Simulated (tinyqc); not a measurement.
Quasiparticle equation with a plasmon-pole self-energy for two band edges: one step. All solutions for the valence state. Four cases, with inputs chosen for the exercise.

Question. Multiplying out gives a cubic; give its three roots and their weights Z.

For each edge E = e + X + Sc(E), with the correlation part Sc(E) = A[0]/(E - a + w) + A[1]/(E - b - w); a and b are the valence and conduction energies that enter the Green function (a = ev, b = ec in the one-shot scheme). Z = 1/(1 - dSc/dE), dSc/dE = -A[0]/(E - a + w)^2 - A[1]/(E - b - w)^2.

Case 1.

Values chosen (scales of the order of those of AlN; the results hold for these values, not for the real material): ev = 0 eV (mean-field valence top); ec = 4.04 eV (mean-field conduction edge); w = 18.6 eV (pole energy); Av = (72.7, 42.7) eV^2 (weights of the valence state on the hole and electron poles); Ac = (33.4, 80.7) eV^2 (the same for the conduction state); Xv = -3.71 eV (exchange minus the mean-field potential, valence); Xc = 4.09 eV (the same, conduction).

Case 2.

Values chosen (scales of the order of those of SiO2; the results hold for these values, not for the real material): ev = 0 eV (mean-field valence top); ec = 5.64 eV (mean-field conduction edge); w = 21.3 eV (pole energy); Av = (48.7, 28.1) eV^2 (weights of the valence state on the hole and electron poles); Ac = (20.7, 51.7) eV^2 (the same for the conduction state); Xv = -3.54 eV (exchange minus the mean-field potential, valence); Xc = 3.54 eV (the same, conduction).

Case 3.

Values chosen (scales of the order of those of GaN; the results hold for these values, not for the real material): ev = 0 eV (mean-field valence top); ec = 1.84 eV (mean-field conduction edge); w = 16 eV (pole energy); Av = (42.2, 23.8) eV^2 (weights of the valence state on the hole and electron poles); Ac = (22.5, 50.4) eV^2 (the same for the conduction state); Xv = -2.58 eV (exchange minus the mean-field potential, valence); Xc = 2.67 eV (the same, conduction).

Case 4.

Values chosen (scales of the order of those of diamond; the results hold for these values, not for the real material): ev = 0 eV (mean-field valence top); ec = 4.29 eV (mean-field conduction edge); w = 27.2 eV (pole energy); Av = (174.2, 70.2) eV^2 (weights of the valence state on the hole and electron poles); Ac = (72.8, 163.8) eV^2 (the same for the conduction state); Xv = -5.16 eV (exchange minus the mean-field potential, valence); Xc = 4.52 eV (the same, conduction).

Give: roots; weights.

Answer.

Case 1.

roots (eV): -22.641  -1.293  24.265

weights: 0.1828  0.7591  0.0581

The weights add up to 1. The satellite below lies 21.35 eV from the main peak, 15 % more than w: this scheme places plasmon satellites too far out, and gives one where a cumulant form gives a series.

Case 2.

roots (eV): -23.775  -1.989  27.864

weights: 0.1116  0.8590  0.0295

The weights add up to 1. The satellite below lies 21.79 eV from the main peak, 2 % more than w: this scheme places plasmon satellites too far out, and gives one where a cumulant form gives a series.

Case 3.

roots (eV): -18.724  -1.024  19.008

weights: 0.1491  0.7968  0.0541

The weights add up to 1. The satellite below lies 17.70 eV from the main peak, 11 % more than w: this scheme places plasmon satellites too far out, and gives one where a cumulant form gives a series.

Case 4.

roots (eV): -33.573  -0.751  33.454

weights: 0.1885  0.7596  0.0520

The weights add up to 1. The satellite below lies 32.82 eV from the main peak, 21 % more than w: this scheme places plasmon satellites too far out, and gives one where a cumulant form gives a series.

Computed by tinyqc, one run a case: `OMP_NUM_THREADS=1 python tinyqc.py N N+1 out.jsonl` with N = 1880703, 1880768, 1880899, 1881049; one thread of a shared Intel(R) Xeon(R) Processor @ 2.30GHz, about 0.02 s a run at most.
